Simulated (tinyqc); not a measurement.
Raising U: Hubbard chain of 4 sites, mean field against exact. Computed by the program tinyqc. Collinear unrestricted mean field (the lowest of 40 random starts) against exact diagonalisation.

one-body matrix (hopping and site energies) (eV):
```
         1        2        3        4
1   0.0000  -1.1400   0.0000   0.0000
2  -1.1400   0.0000  -1.1400   0.0000
3   0.0000  -1.1400   0.0000  -1.1400
4   0.0000   0.0000  -1.1400   0.0000
```

electrons, up and down: 2  2

Exact and mean-field results (eV):
```
U            U/t    E exact  E mean field  mean |n_up - n_down|  double occupancy, exact  first gap in the sector
0.5700    0.5000  -4.557816     -4.528235                0.0000                   0.2241                   1.2509
1.1400    1.0000  -4.075917     -3.958235                0.0000                   0.1988                   1.1157
2.2800    2.0000  -3.278575     -2.846623                0.3935                   0.1521                   0.8992
3.4200    3.0000  -2.676066     -2.099871                0.6966                   0.1138                   0.7374
6.8400    6.0000  -1.632407     -1.118342                0.9177                   0.0494                   0.4533
9.1200    8.0000  -1.273577     -0.845959                0.9534                   0.0312                   0.3541
13.6800  12.0000  -0.875598     -0.567343                0.9792                   0.0152                   0.2437
22.8000  20.0000  -0.534227     -0.341429                0.9925                   0.0057                   0.1487
```

Estimate the missing row, U = 4.56.

Computed row:
```
U          U/t    E exact  E mean field  mean |n_up - n_down|  double occupancy, exact  first gap in the sector
4.5600  4.0000  -2.226586     -1.635126                0.8199                   0.0849                   0.6159
```

In absolute terms mean field is worst at U/t = 4.0, 0.591 eV too high: at small U it is nearly exact, and at large U it misses only exchange-scale energies. Its local moments set in at U/t = 2.0 of those listed, a broken symmetry that the exact state of a finite cluster with equal spins does not have. Relative to the exact energy its error is 0.6 % at the smallest U, 36 % at most and 36 % at the largest. The double occupancy falls from 0.224 to 0.006; at the largest U the first gap is 0.65 times the exchange scale 4t^2/U.
